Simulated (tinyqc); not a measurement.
Inside a calculation. Method: plane-wave Kohn-Sham cycle with exchange-only LDA in a layered model solid. One step of it, computed by the program tinyqc.

Question. Iteration 1: Hamiltonian at one k. H(m,m') = (k + G_m)^2/2 delta + V(G_m - G_m'), with V(-G) = V(G).

A solid whose potential varies along x alone (atomic units):
```
parameter                      value
period a                    7.600000
cross-section of the cell  17.000000
electrons per cell                 2
grid points                       16
plane waves -n..n, n               2
k points                           2
V1 in V1 cos(2 pi x/a)     -0.640000
```

V(G_m), m = 0, 1, 2, ... (hartree): -0.245422  -0.320000  0.000000  0.000000  0.000000

k = 0.250000 2 pi / a

Give: H.

Answer.

H (hartree), lower triangle:
```
         -2       -1       +0       +1      +2
-2   0.8012
-1  -0.3200  -0.0532
+0   0.0000  -0.3200  -0.2241
+1   0.0000   0.0000  -0.3200   0.2886
+2   0.0000   0.0000   0.0000  -0.3200  1.4847
```
